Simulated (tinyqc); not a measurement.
Inside a calculation (part 2 of 2). Method: Pariser-Parr-Pople SCF with singles CI, for the molecule c1ccc2cccc-2cc1 (SMILES; centres numbered as the heavy atoms are written). Computed by tinyqc, a small Python program that keeps every step. Command: `OMP_NUM_THREADS=1 python tinyqc.py 26847 26848 out.jsonl` (the two numbers bound the seeds that draw the settings). One thread of a shared host (Intel(R) Xeon(R) Processor @ 2.60GHz), about 0.01 s of CPU time with the checks.

## Singles CI, triplets

orbital energies (eV): -15.083983  -13.245359  -12.431846  -9.974436  -8.938352  -1.626033  -0.773703  2.631498  3.681289  4.083304

coefficients:
```
          MO1        MO2        MO3        MO4        MO5        MO6        MO7        MO8
1C   0.312547   0.486318   0.000000   0.335768   0.000000   0.516915   0.000000   0.508107
2C   0.325698   0.370003   0.392931   0.121523  -0.345931  -0.135983   0.450499  -0.437654
3C   0.342670   0.058150   0.477753  -0.263623  -0.113583  -0.432486  -0.396715   0.277980
4C   0.394550  -0.272849   0.282098  -0.319161   0.319124   0.333275  -0.180934  -0.032250
5C   0.232996  -0.326649   0.194366   0.298990   0.515355   0.040389   0.327002  -0.216266
6C   0.188141  -0.347328   0.000000   0.579839   0.000000  -0.310354   0.000000   0.329512
7C   0.232996  -0.326649  -0.194366   0.298990  -0.515355   0.040389  -0.327002  -0.216266
8C   0.394550  -0.272849  -0.282098  -0.319161  -0.319124   0.333275   0.180934  -0.032250
9C   0.342670   0.058150  -0.477753  -0.263623   0.113583  -0.432486   0.396715   0.277980
10C  0.325698   0.370003  -0.392931   0.121523   0.345931  -0.135983  -0.450499  -0.437654

           MO9       MO10
1C   -0.166417   0.000000
2C    0.179496   0.151616
3C   -0.213031  -0.318540
4C    0.236448   0.534643
5C   -0.448572  -0.299502
6C    0.550323   0.000000
7C   -0.448572   0.299502
8C    0.236448  -0.534643
9C   -0.213031   0.318540
10C   0.179496  -0.151616
```

repulsion gamma_rs (eV):
```
            1C         2C         3C         4C         5C         6C         7C         8C
1C   11.970000   7.802737   5.152509   4.275387   3.064917   2.687605   3.064917   4.275387
2C    7.802737  11.970000   7.800448   5.151452   3.618593   2.919537   3.101897   4.275268
3C    5.152509   7.800448  11.970000   7.799778   5.248836   3.784471   3.761472   5.151704
4C    4.275387   5.151452   7.799778  11.970000   7.802187   5.614901   5.614161   7.801099
5C    3.064917   3.618593   5.248836   7.802187  11.970000   7.799934   5.612751   5.614161
6C    2.687605   2.919537   3.784471   5.614901   7.799934  11.970000   7.799934   5.614901
7C    3.064917   3.101897   3.761472   5.614161   5.612751   7.799934  11.970000   7.802187
8C    4.275387   4.275268   5.151704   7.801099   5.614161   5.614901   7.802187  11.970000
9C    5.152509   4.275709   4.275232   5.151704   3.761472   3.784471   5.248836   7.799778
10C   7.802737   5.153377   4.275709   4.275268   3.101897   2.919537   3.618593   5.151452

            9C        10C
1C    5.152509   7.802737
2C    4.275709   5.153377
3C    4.275232   4.275709
4C    5.151704   4.275268
5C    3.761472   3.101897
6C    3.784471   2.919537
7C    5.248836   3.618593
8C    7.799778   5.151452
9C   11.970000   7.800448
10C   7.800448  11.970000
```

Over the 9 single excitations with the smallest orbital gaps: A = (e_a - e_i) delta - (ij|ab), with (pq|rs) = sum c_mp c_mq gamma_mn c_nr c_ns.

triplet CI matrix (eV):
```
           5>6        5>7        4>6        4>7        3>6        5>8        2>6        3>7
5>6   1.784220   0.000000   0.000000  -0.063686   0.180382   0.410867   0.000000   0.000000
5>7   0.000000   2.528567  -0.063686   0.000000   0.000000   0.000000   0.139008   0.326457
4>6   0.000000  -0.063686   2.757047   0.000000   0.000000   0.000000  -0.659529   0.241089
4>7  -0.063686   0.000000   0.000000   3.852785   0.241089   0.044801   0.000000   0.000000
3>6   0.180382   0.000000   0.000000   0.241089   4.601565   0.597047   0.000000   0.000000
5>8   0.410867   0.000000   0.000000   0.044801   0.597047   6.357132   0.000000   0.000000
2>6   0.000000   0.139008  -0.659529   0.000000   0.000000   0.000000   5.788256  -0.044899
3>7   0.000000   0.326457   0.241089   0.000000   0.000000   0.000000  -0.044899   5.415959
2>7   0.139008   0.000000   0.000000  -0.480279  -0.044899  -0.813410   0.000000   0.000000

           2>7
5>6   0.139008
5>7   0.000000
4>6   0.000000
4>7  -0.480279
3>6  -0.044899
5>8  -0.813410
2>6   0.000000
3>7   0.000000
2>7   6.802216
```

triplet excitation energies (eV): 1.731446  2.460321  2.627011  3.693583  4.490100  5.457545  5.944952  5.947011  7.535778
